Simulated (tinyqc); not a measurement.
# Threshold and carrier lifetime from two turn-on delays

Inverse problem. With a constant carrier lifetime tau, a current step from 0 to I reaches threshold after td = tau ln(I/(I - Ith)). Find Ith and tau.

turn-on delay for steps from 0 to 3.2 and to 6.5 mA (ns): [2.7915619, 0.99164917]

Solution. The ratio of the delays holds no tau and rises steadily with Ith, so it has one root below the smaller current.

Ith = 2.20 mA
tau = 2.40 ns

Program tinyqc, `OMP_NUM_THREADS=1 python tinyqc.py 2840009 2840010 out.jsonl`; Intel Xeon 2.30GHz, shared host, one thread, about 0.01 s.
